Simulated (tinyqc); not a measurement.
Domain walls in a thin film with perpendicular anisotropy: Bloch, Neel and chiral walls, motion and stripe domains. Inputs raised by 2 %, one at a time. Computed by tinyqc, a small Python program. Command: `OMP_NUM_THREADS=1 python tinyqc.py 3028948 3028949 out.jsonl mwall sens`. One thread of a shared host (Intel(R) Xeon(R) Processor @ 2.30GHz), about 0.02 s of CPU time with the checks.

One-dimensional wall: polar angle theta(x), azimuth phi of the moment in the wall (phi = 0 Neel, 90 degrees Bloch). mu_0 = 1.25663706212e-6 T m/A, gamma = 1.76085963023e11 rad/(s T).

Inputs (values chosen for the exercise, for a model film):

| quantity | value | unit |
|---|---|---|
| saturation magnetisation M_s | 1100 | kA/m |
| exchange stiffness A | 15 | pJ/m |
| uniaxial anisotropy K_u | 922 | kJ/m^3 |
| DMI constant D | 0.69 | mJ/m^2 |
| thickness t | 1.3 | nm |
| damping alpha | 0.028 | - |
| current density J | 0.74 | 1e12 A/m^2 |
| spin Hall angle theta_SH | 0.11 | - |

Drive: spin-orbit torque.

Constants: hbar = 1.054571817e-34 J s; e = 1.602176634e-19 C.

Method:
- K_eff = K_u - mu_0 M_s^2/2; Delta = sqrt(A/K_eff); sigma_0 = 4 sqrt(A K_eff); profile theta = 2 arctan exp(x/Delta); quality factor Q = 2 K_u/(mu_0 M_s^2).
- sigma(phi) = sigma_0 + 2 Delta K_D cos^2(phi) - pi D cos(phi), with the wall shape anisotropy K_D = N_x mu_0 M_s^2/2, N_x = t ln 2/(pi Delta). The minimum has cos(phi) = D/D_N for D < D_N = 4 Delta K_D/pi and phi = 0 beyond; sigma turns negative at D_c = (sigma_0 + 2 Delta K_D)/pi.
- Spin-orbit drive: B_SL = hbar theta_SH J/(2 e M_s t) acts as the field (pi/2) B_SL cos(phi). Steady state: v = (gamma Delta/alpha)(pi/2) B_SL cos(phi) = gamma Delta [B_D sin(phi) - (B_K/2) sin(2 phi)], B_K = 2 K_D/M_s, B_D = pi D/(2 M_s Delta); the root with phi between its rest value and 90 degrees; v saturates at v_D = gamma Delta B_D.

Runs:

| input moved | from | to | width parameter Delta (nm) | wall energy sigma (mJ/m^2) | D_N (mJ/m^2) | velocity (m/s) |
|---|---|---|---|---|---|---|
| base run | - | - | 9.630 | 4.4987 | 0.27765 | 166.26 |
| saturation magnetisation M_s (kA/m) | 1100 | 1122 | 10.700 | 3.8936 | 0.28886 | 163.52 |
| exchange stiffness A (pJ/m) | 15 | 15.3 | 9.726 | 4.5607 | 0.27765 | 166.33 |
| DMI constant D (mJ/m^2) | 0.69 | 0.7038 | 9.630 | 4.4553 | 0.27765 | 169.56 |
| thickness t (nm) | 1.3 | 1.326 | 9.630 | 4.5074 | 0.28320 | 165.98 |
| damping alpha | 0.028 | 0.02856 | 9.630 | 4.4987 | 0.27765 | 166.11 |
| current density J (1e12 A/m^2) | 0.74 | 0.7548 | 9.630 | 4.4987 | 0.27765 | 166.41 |
| spin Hall angle theta_SH | 0.11 | 0.1122 | 9.630 | 4.4987 | 0.27765 | 166.41 |

Exponents ln(y'/y) / ln(x'/x):

| input | width parameter Delta | wall energy sigma | D_N | velocity |
|---|---|---|---|---|
| saturation magnetisation M_s | 5.318 | -7.295 | 2 | -0.840 |
| exchange stiffness A | 0.500 | 0.691 | 0 | 0.023 |
| DMI constant D | 0.000 | -0.489 | 0 | 0.991 |
| thickness t | 0.000 | 0.098 | 1 | -0.084 |
| damping alpha | 0.000 | 0.000 | 0 | -0.046 |
| current density J | 0.000 | 0.000 | 0 | 0.045 |
| spin Hall angle theta_SH | 0.000 | 0.000 | 0 | 0.045 |

Among the inputs moved here: width parameter Delta answers most in size to saturation magnetisation M_s (exponent +5.318), next to exchange stiffness A (+0.500); its exponent is below 0.0005 for DMI constant D, thickness t, damping alpha, current density J, spin Hall angle theta_SH. Its exponent +0.500 in exchange stiffness A: sqrt(A/K). Wall energy sigma answers most in size to saturation magnetisation M_s (exponent -7.295), next to exchange stiffness A (+0.691); its exponent is below 0.0005 for damping alpha, current density J, spin Hall angle theta_SH. D_N answers most in size to saturation magnetisation M_s (exponent +2.000), next to thickness t (+1.000); its exponent is below 0.0005 for exchange stiffness A, DMI constant D, damping alpha, current density J, spin Hall angle theta_SH. velocity answers most in size to DMI constant D (exponent +0.991), next to saturation magnetisation M_s (-0.840).

Caution (all rows): pinning, heating and tilting of the wall are left out.
